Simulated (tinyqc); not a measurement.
From one set of inputs to another, one input at a time: time-dependent dielectric breakdown: cell percolation, Weibull statistics, area scaling and voltage extrapolation. Computed by tinyqc, a small Python program. Command: `OMP_NUM_THREADS=1 python tinyqc.py 3002212 3002213 out.jsonl tddb ladder`. One thread of a shared host (Intel(R) Xeon(R) Processor @ 2.30GHz), about 0.01 s of CPU time with the checks.

The oxide is divided into columns of area a^2, each holding m = t_ox/a cells (m is taken as continuous). A share lambda(t) = (t/t_1)^alpha of the cells is defective, and a column whose cells are all defective breaks down.

The inputs printed are set A. Inputs not listed in the table keep their values of set A, so the rows need not describe a real material.

Inputs (values chosen for the exercise, for a model gate oxide):
```
quantity                                                  value  unit
oxide thickness t_ox                                        2.5    nm
defect cell size a                                          1.2    nm
exponent alpha of defect growth                             0.9     -
time t_1 at which the occupied share would reach 1       120000     s
test area A                                                   1  um^2
product area A_u                                         200000  um^2
stress voltage V                                           3.44     V
use voltage V_u                                             1.9     V
local exponent n = -d ln t/d ln V at the stress voltage      47     -
activation energy E_a                                      0.82    eV
stress temperature T                                        175     C
use temperature T_u                                          85     C
allowed failure fraction F                                 0.01     -
```

Voltage law used: power.

Constants: k_B = 8.617333262e-05 eV/K.

Method:
- Failure fraction F = 1 - (1 - lambda^m)^N with N = A/a^2 columns, which for small lambda^m is 1 - exp(-(t/t63)^beta) with beta = alpha m and t63 = t_1 N^(-1/beta); critical share lambda(t63) = N^(-1/m). 1 um^2 = 1e6 nm^2.
- All three voltage laws share the slope n at the stress voltage. Factor t(V_u)/t(V): E law exp(n (1 - V_u/V)); 1/E law exp(n (V/V_u - 1)); power law (V/V_u)^n.
- Temperatures in kelvin are T(C) + 273.15.
- Temperature factor exp[(E_a/k_B)(1/T_u - 1/T)]; area factor (A/A_u)^(1/beta); percentile factor (-ln(1 - F))^(1/beta); life = t63 x all four; 1 year = 3.15576e7 s.

Each row keeps all changes above it:
```
input moved                                                from       to  characteristic life t63 (s)  Weibull slope beta  area factor
set A                                                         -        -                        91.97              1.8750   1.4886e-03
oxide thickness t_ox (nm)                                   2.5      2.4                        68.21              1.8000   1.1350e-03
product area A_u (um^2)                                  200000  3000000                        68.21              1.8000   2.5212e-04
defect cell size a (nm)                                     1.2      1.4                        23.97              1.5429   6.3367e-05
test area A (um^2)                                            1     0.01                       474.26              1.5429   3.2031e-06
local exponent n = -d ln t/d ln V at the stress voltage      47       45                       474.26              1.5429   3.2031e-06
activation energy E_a (eV)                                 0.82     0.88                       474.26              1.5429   3.2031e-06
use voltage V_u (V)                                         1.9      2.2                       474.26              1.5429   3.2031e-06
```

Which inputs carry the difference?

Characteristic life t63 goes from 92.0 to 474, a factor 5.16 in all. The largest single move comes from test area A (a factor 19.8), and defect cell size a works against it (a factor 0.351). Weibull slope beta goes from 1.88 to 1.54, a factor 0.823 in all. The largest single move comes from defect cell size a (a factor 0.857). Area factor goes from 0.00149 to 3.20e-6, a factor 0.00215 in all. The largest single move comes from test area A (a factor 0.0505). The single moves hold for this order of the switches; the total does not depend on the order.

Caution (all rows): t_1 is an input here; in a real oxide it changes with thickness at fixed voltage.

Extremes, crossings and ranges named in words are read from the listed rows.
